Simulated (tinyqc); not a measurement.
Stacked nanosheet transistor, parasitic resistance, capacitance and delay: two steps of the calculation.

Ns sheets share one contact on top; each has perimeter p = 2 (Ws + ts) and cross-section A = Ws ts; contact width Wc = Ws + 10 nm, stack height Hs = Ns pv. Sheet 1 is the top one. Contact length Lc = CPP - Lg - 2 Lsp, shared by two neighbouring gates. Source and drain sides are equal. The formulas are first-order estimates, not field solutions.

Parameters, values chosen for the exercise; values close to those of silicon logic devices:
```
symbol,value,unit,meaning
T,300,K,temperature
Ns,3,,number of sheets
Ws,20,nm,sheet width
ts,5,nm,sheet thickness
rv,242,ohm,vertical resistance between sheet levels
CPP,42,nm,contacted gate pitch
Lg,16,nm,gate length
Lsp,7,nm,spacer length
rc,1.3e-9,ohm cm^2,contact resistivity
re,0.00039,ohm cm,resistivity of the source-drain epitaxy
te,20,nm,current-carrying depth of the epitaxy
rx,0.0014,ohm cm,resistivity of the extension
Cinv,2.3,uF/cm^2,inversion capacitance
vx,9.3e6,cm/s,injection velocity
mu,150,cm^2/(V s),apparent mobility
VT,0.28,V,threshold at zero drain voltage
dl,0.078,V/V,barrier lowering
n,1.15,,subthreshold factor
Vdd,0.65,V,supply voltage
```

Constants: q = 1.602176634e-19 C, kB = 1.380649e-23 J/K, Vt = kB T/q. Results are converted to the units shown.

Question 1. Geometry and resistances. Epitaxy sheet resistance Rsh = re/te, transfer length LT = sqrt(rc/Rsh), contact Rc = [sqrt(rc Rsh)/Wc] coth(Lc/(2 LT)); extension of one sheet Rx = rx Lsp/A. Effective width N p; for equal currents and rv = 0 one side has Rc + Rx/N.

Give: Lc; effective width; Rsh; LT; Rc; Rx; one side times effective width.

Answer 1.

Lc = 12.000 nm
effective width = 150.00 nm
Rsh = 195.00 ohm
LT = 25.820 nm
Rc = 735.18 ohm
Rx = 980.00 ohm
one side times effective width = 159.28 ohm um

Question 2. Sheet currents at Vgs = Vdd, Vds = Vdd/2. One sheet: I = p Q vx u/(1 + |u|^1.8)^(1/1.8), Q = Cinv n Vt ln(1 + exp((Vg' - VT + dl Vd')/(n Vt))), u = Vd' mu/(vx Lg), Vg' = Vgs - v, Vd' = Vds - 2 v, with the drop on each side v_j = Rc sum I + rv (sum over levels k = 2..j of the current of sheets k..Ns) + Rx I_j. I(new) = I + 0.5 (I(out) - I).

I at the start (uA): sheet 1 0, sheet 2 0, sheet 3 0
Rc = 735.17566 ohm
Rx = 980 ohm

Find: drop v; I(out); I after iteration 1.

Answer 2.

drop v (mV): sheet 1 0, sheet 2 0, sheet 3 0
I(out) (uA): sheet 1 39.740, sheet 2 39.740, sheet 3 39.740
I after iteration 1 (uA): sheet 1 19.870, sheet 2 19.870, sheet 3 19.870

Numbers from tinyqc (`OMP_NUM_THREADS=1 python tinyqc.py 2170041 2170042 out.jsonl`; about 0.08 s on one thread of a shared Intel Xeon 2.30GHz).
